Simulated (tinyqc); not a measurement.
Inside a calculation. Model: competing polymorphs of an oxide film: bulk, surface, grain-boundary, dopant and field terms. Computed by tinyqc, a small Python program that keeps every step. Command: `OMP_NUM_THREADS=1 python tinyqc.py 3009925 3009926 out.jsonl polymorph walk`. One thread of a shared host (Intel(R) Xeon(R) Processor @ 2.30GHz), about 0.01 s of CPU time with the checks. Intermediate numbers are printed to about 6 digits and carried at full precision; extremes and crossings named in words are read from the listed rows.

Phases: monoclinic m (reference), polar orthorhombic o, tetragonal t. Free energies per formula unit (f.u.); 1 J/m^2 x angstrom^3/nm = 6.241509 meV.

Inputs (values chosen for the exercise, for a model oxide):
```
quantity                                   value               unit
energy of the polar phase o over m          63.9           meV/f.u.
energy of the tetragonal phase t over m      149           meV/f.u.
entropy of o over m                        0.011       meV/(f.u. K)
entropy of t over m                        0.053       meV/(f.u. K)
surface energy of m                         3.23              J/m^2
surface energy of o                         2.64              J/m^2
surface energy of t                         2.34              J/m^2
grain-boundary energy over surface energy   0.67                  -
volume per formula unit Omega                 33         angstrom^3
film thickness h                             5.9                 nm
grain radius R                                21                 nm
temperature T                                300                  K
dopant content x                             4.8                  %
shift of o per % of dopant                    -7           meV/f.u.
shift of t per % of dopant                   -15           meV/f.u.
polarisation of o                             52  microcoulomb/cm^2
field E                                      1.1              MV/cm
width sigma of ln R                         0.31                  -
interlayer thickness (SiO2)                    1                 nm
```

Geometry: columnar grains in a film.

permittivities of m, o, t: 20  27  33

## Bulk terms

Bulk term b = H - T S + (shift) x, zero for m. The undoped bulk turns from m to t at T = H_t/S_t.

b (meV/f.u.): m 0.0, o 27.0, t 61.1

bulk m-t temperature = 2811.32 K

## Free energies of the grain

Area per volume: A = 2/h + f_b/R (two free faces; the side wall 2/R is shared by two grains and carries f_b gamma); G = b + gamma Omega A.

area per volume A = 0.370888 1/nm

G less G(m) (meV/f.u.): m 0.0000, o -18.0711, t -6.8886

G(o) - G(m) = -18.0711 meV/f.u.

G(t) - G(o) = 11.1825 meV/f.u.

The lowest phase is o, by 11.2 meV/f.u. over t, whereas the bulk terms alone favour m. Caution: this is an equilibrium ranking; real films often keep the phase that nucleates first on cooling from t.

## Crossing points

With G = b + gamma Omega A (b the bulk free energy per formula unit, A the area per volume), two phases i, j cross at A_ij = (b_j - b_i)/(Omega (gamma_i - gamma_j)); o has a window only if A_mo < A_ot.

A_mo = 0.222182 1/nm

A_ot = 0.551861 1/nm

A_mt = 0.333309 1/nm

o is lowest for A between 0.222 and 0.552 1/nm, m below and t above.

## Phase shares in a spread of grain sizes

Grain radii are log-normal by volume with median R and width sigma; the share with A above A* is that with radius below R*, R* = f_b/(A* - 2/h) (all grains if A* <= 2/h), share = (1/2) erfc[-ln(R*/R)/(sqrt 2 sigma)]. Effective permittivity of a layer of thickness h built of such grains, taken in parallel: sum of share x eps; EOT = interlayer + 3.9 h/eps.

volume shares: m 0.000000, o 1.000000, t 0.000000

share of o = 1.000000

effective permittivity = 27.0000

equivalent oxide thickness = 1.85222 nm

One phase holds nearly all the volume.

## A field

The polar phase gains -P E Omega (1 microcoulomb/cm^2 x MV/cm x angstrom^3 = 0.006241509 meV); the dielectric term -(1/2) eps_0 (eps - 1) E^2 Omega is left out. Where t lies below o, o is reached at E_up = [G(o) - G(t)]/(P Omega), else 0.

gain P E Omega = 11.7815 meV/f.u.

G(t) - G(o) in the field = 22.9640 meV/f.u.

crossing field E_up = 0 MV/cm

o already lies below t.

## Thickness series

Bulk term b = H - T S + (shift) x, zero for m. The median radius is held at R.

Against thickness:
```
h (nm)  A at R (1/nm)   share m  share o  share t      eps  EOT (nm)
3            0.698571  0.000000  0.00000  1.00000  33.0000   1.35455
4            0.531905  0.000000  0.94146  0.05854  27.3513   1.57036
6            0.365238  0.000000  1.00000  0.00000  27.0000   1.86667
8            0.281905  0.000000  1.00000  0.00000  27.0000   2.15556
11           0.213723  0.775958  0.22404  0.00000  21.5683   2.98903
15           0.165238  0.999523  0.00048  0.00000  20.0033   3.92451
22           0.122814  0.999997  0.00000  0.00000  20.0000   5.29000
35           0.089048  1.000000  0.00000  0.00000  20.0000   7.82500
```

From 3 to 35 nm the share of t goes from 1.00 to 0.00 and that of m from 0.00 to 1.00; the largest share of o is 1.00. A at the median radius runs from 0.699 down to 0.089 1/nm, against the crossings A_mo = 0.222, A_ot = 0.552 and A_mt = 0.333; the majority phase is t in the thinnest film and m in the thickest.

## Dopant series

The formulas are those given above.

Against dopant content:
```
x (%)  A_mo (1/nm)  A_ot (1/nm)   share m  share o  share t
0.0       0.498674      1.17331  1.000000  0.00000  0.00000
1.0       0.441072      1.04384  0.999912  0.00009  0.00000
2.0       0.383469      0.91437  0.858212  0.14179  0.00000
3.0       0.325866      0.78490  0.000000  1.00000  0.00000
4.0       0.268264      0.65544  0.000000  1.00000  0.00000
5.0       0.210661      0.52597  0.000000  1.00000  0.00000
6.5       0.124257      0.33176  0.000000  0.00000  1.00000
8.0       0.037853      0.13756  0.000000  0.00000  1.00000
10.0     -0.077352     -0.12138  0.000000  0.00000  1.00000
```

The dopant lowers t by 15 and o by 7 meV per %, so A_ot falls faster than A_mo. The share of o peaks at x = 3 % (1.00): a doping window between m and t. t holds the majority from x = 6.5 % on.

Checks made by the program: equal free energies at A_mt (relative difference below 1e-10).
